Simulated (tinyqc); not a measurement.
# From one set of inputs to another, one input at a time

Model: vacuum evaporation: vapour pressure, source flux, thickness distribution, purity and step coverage. Computed by tinyqc, a small Python program. Command: `OMP_NUM_THREADS=1 python tinyqc.py 3113773 3113774 out.jsonl evap ladder`. One thread of a shared host (Intel(R) Xeon(R) Processor @ 2.30GHz), about 0.01 s of CPU time with the checks.

Molecular flow, unit sticking of the metal, no re-evaporation. The background gas is taken as water vapour (18.015 g/mol, collision diameter 0.37 nm) at 300 K.

The inputs printed are set A. Set A is modelled on gold, with constants for the liquid; the values taken over come from a set modelled on copper, with constants for the liquid. Inputs not listed in the table keep their values of set A, so the rows need not describe a real material.

Inputs (values chosen for the exercise, modelled on gold, with constants for the liquid):
```
quantity                     value    unit
molar mass M                196.97   g/mol
film density rho              19.3  g/cm^3
vapour-pressure constant A   10.86       -
vapour-pressure constant B   18010       K
source temperature T          1590       K
source area                   0.17    cm^2
directionality n                 2       -
source-to-wafer distance h      29      cm
wafer radius R                 2.5      cm
background pressure p        2e-08      Pa
sticking of background gas       1       -
```

Constants: u = 1.6605390666e-27 kg; k_B = 1.380649e-23 J/K; R = 8.314462618 J/(mol K).

Method:
- log10(p_v/Pa) = A - B/T; flux from the surface Phi = p_v/sqrt(2 pi m k_B T), m = M u.
- Mass loss = Phi x area x m; heat of evaporation = ln(10) R B; d ln Phi/dT = ln(10) B/T^2 - 1/(2 T).
- A small source emits (n + 1) Phi area cos^n(phi)/(2 pi) per solid angle; on a parallel plane at height h and lateral distance l the arrival rate is (n + 1) Phi area/(2 pi h^2) x (1 + (l/h)^2)^(-(n + 3)/2). Growth rate = arrival rate x m/rho, m = M u. The wafer is fixed and centred above the source.
- Mean free path lambda = k_B T_g/(sqrt2 pi d^2 p); unscattered share exp(-h/lambda); gas arrival p/sqrt(2 pi m_g k_B T_g); impurity ratio = sticking x gas arrival/metal arrival; monolayer time = 1e15 cm^-2/(sticking x gas arrival).

Each row keeps all changes above it; columns: (1) input moved; (2) from; (3) to; (4) growth rate at the centre (nm/s); (5) share of the material that lands on the wafer, 1 - (1 + (R/h)^2)^(-(n + 1)/2) (%); (6) impurity ratio:
```
(1)                                (2)    (3)         (4)     (5)         (6)
set A                                -      -  2.6272e-03   1.104  4.6238e-03
vapour-pressure constant B (K)   18010  16410  2.6655e-02   1.104  4.5573e-04
source area (cm^2)                0.17    2.7  4.2334e-01   1.104  2.8694e-05
directionality n                     2      3  5.6446e-01   1.470  2.1521e-05
wafer radius R (cm)                2.5     10  5.6446e-01  20.125  2.1521e-05
source temperature T (K)          1590   1650  1.3149e+00  20.125  9.2385e-06
background pressure p (Pa)       2e-08  0.003  1.3149e+00  20.125  1.3858e+00
source-to-wafer distance h (cm)     29     61  2.9718e-01   5.166  6.1313e+00
```

Growth rate at the centre goes from 0.00263 to 0.297, a factor 113 in all. The largest single move comes from source area (a factor 15.9), and source-to-wafer distance h works against it (a factor 0.226). share of the material that lands on the wafer, 1 - (1 + (R/h)^2)^(-(n + 1)/2) goes from 1.10 to 5.17, a factor 4.68 in all. The largest single move comes from wafer radius R (a factor 13.7), and source-to-wafer distance h works against it (a factor 0.257). Impurity ratio goes from 0.00462 to 6.13, a factor 1330 in all. The largest single move comes from background pressure p (a factor 150000), and source area works against it (a factor 0.0630). The single moves hold for this order of the switches; the total does not depend on the order.

Caution (rows background pressure p, source-to-wafer distance h): more gas than metal sticks, so a compound rather than a metal film would grow.

Extremes, crossings and ranges named in words are read from the listed rows.
